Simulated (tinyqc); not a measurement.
Worked calculation: six-band hole subbands of a thin body in a field. Values are carried at full precision from step to step, so a last printed digit may differ when a step is redone from the rounded ones.

Constants: hbar^2/2m0 = 3.80998211 eV angstrom^2.

Parameters, chosen for this exercise (near those of a p-type Si channel; the results hold for these values, not for the real material):

| symbol | value | unit | meaning |
|---|---|---|---|
| S | (7.58, -2.1, 12.36) | 1/TPa | compliances s11, s12, s44 |
| sx | -2 | GPa | stress along the channel [1-10], negative in compression |
| b | -2.12 | eV | tetragonal potential |
| d | -4.79 | eV | trigonal potential |
| g1 | 4.27 |  | Luttinger gamma1 |
| g2 | 0.34 |  | gamma2 |
| g3 | 1.45 |  | gamma3 |
| face | 110 |  | surface |
| Dso | 0.043 | eV | spin-orbit splitting |
| t | 95 | angstrom | body thickness |
| F | 0 | MV/cm | field across the body |
| kmax | 0.08 | 1/angstrom | end of the path |

## Strain and its block

exx = eyy = (s11 + s12) sx/2, ezz = s12 sx, exy = -s44 sx/4 (1 GPa/TPa = 1e-3). With e0 the traceless part, B_XX = 2b e0xx - b (e0yy + e0zz) and B_XY = sqrt(3) d exy.

strain:
```
           x          y         z
x  -0.005480   0.006180         0
y   0.006180  -0.005480         0
z          0          0  0.004200
```

B (eV):
```
          X         Y         Z
X   0.02052  -0.05127         0
Y  -0.05127   0.02052         0
Z         0         0  -0.04104
```

## Confinement masses without spin-orbit coupling

C(n n^T)/c has C_XX = (g1 + 4 g2) nx^2 + (g1 - 2 g2)(ny^2 + nz^2) and C_XY = 6 g3 nx ny, n the unit normal; its eigenvalues are the inverse masses along n.

C(n n^T)/c:
```
        X       Y       Z
X  4.6100  4.3500       0
Y  4.3500  4.6100       0
Z       0       0  3.5900
```

masses (m0): 3.8462  0.2786  0.1116

The heaviest mass, 3.85, comes from a near cancellation among the gammas, so a few per cent in them move it strongly.

## The matrix for one sine at q = 0

Basis X, Y, Z times spin, hole energies counted downwards from the unstrained edge (the hydrostatic shift is left out), c = hbar^2/2m0. For a symmetric tensor T let C(T) have C_XX = L Txx + M (Tyy + Tzz), C_XY = N Txy (cyclic), L = c (g1 + 4 g2), M = c (g1 - 2 g2), N = 6 c g3. k = q + kz n, n the unit normal, q = k1 u + k2 v with u along the channel [1-10] and v = n x u. H = C(k k^T) + (Dso/3)(1 - L.sigma) - B + e F z with (L_k)_ij = -i epsilon_kij; B is the block C built from the traceless strain with 2b, -b and sqrt(3) d in place of L, M, N. Strain: exx = eyy = (s11 + s12) sx/2, ezz = s12 sx, exy = -s44 sx/4. Hard walls at z = 0 and t; basis sin(j pi z/t), j = 1 to Nz: kz^2 = (j pi/t)^2, kz = -i D with D_jl = 4 j l/(t (j^2 - l^2)), z_jj = t/2 and z_jl = -8 t j l/(pi (j^2 - l^2))^2 for j + l odd; 1 MV/cm = 0.01 eV/angstrom.

Nz = 1, in meV.

H (meV):
```
              X+            Y+      Z+            X-            Y-      Z-
X+         13.02  69.40+14.33i       0             0             0  -14.33
Y+  69.40-14.33i         13.02       0             0             0  14.33i
Z+             0             0   70.33         14.33       -14.33i       0
X-             0             0   14.33         13.02  69.40-14.33i       0
Y-             0             0  14.33i  69.40+14.33i         13.02       0
Z-        -14.33       -14.33i       0             0             0   70.33
```

## Its levels

Diagonalise; the levels come in pairs. Give each pair and its weights on X, Y, Z, summed over spin and averaged over the pair.

levels (meV): -59.13  60.95  94.55

weights:
```
   pair 1  pair 2  pair 3
X   0.495   0.162   0.343
Y   0.495   0.162   0.343
Z   0.010   0.675   0.315
```

## More sines

The four lowest pairs at q = 0.

Hole energies (meV):

| Nz | pair 1 | pair 2 | pair 3 | pair 4 |
|---|---|---|---|---|
| 1 | -59.13 | 60.95 | 94.55 | - |
| 2 | -59.13 | -55.03 | 60.95 | 94.55 |
| 4 | -59.13 | -55.03 | -48.99 | -41.02 |
| 8 | -59.13 | -55.03 | -48.99 | -41.02 |
| 16 | -59.13 | -55.03 | -48.99 | -41.02 |

One sine is exact for the top subband, since without a field nothing joins different j at q = 0. The second pair lies 4.1 meV deeper.

## Dispersion of the top subband

Nz = 14; the two lowest levels (spin-split where the field breaks inversion), in meV from their value at q = 0.

Energies (meV):

| \|q\| (1/angstrom) | u a | u b | v a | v b |
|---|---|---|---|---|
| 0.020 | 13.36 | 13.36 | 5.47 | 5.47 |
| 0.040 | 53.02 | 53.02 | 21.86 | 21.86 |
| 0.060 | 113.26 | 113.26 | 49.15 | 49.15 |
| 0.080 | 139.04 | 139.04 | 87.30 | 87.30 |

From the mean of each pair in the first row, c q^2/E gives 0.11 m0 along u and 0.28 m0 along v. Without a field each pair stays degenerate. These masses hold for the first row only: the band bends further out.

## Checks

- Top level at q = 0 on (001) without field and stress against c (g1 - 2 g2)(pi/t)^2, eV: both 0.01496.
- Hermiticity, and E(q) against E(-q): they agree to 1e-10 or better.

Run: tinyqc, `OMP_NUM_THREADS=1 python tinyqc.py 1282191 1282192 out.jsonl`; Intel(R) Xeon(R) Processor @ 2.30GHz, one thread, shared host; about 0.4 s of CPU time with all checks.
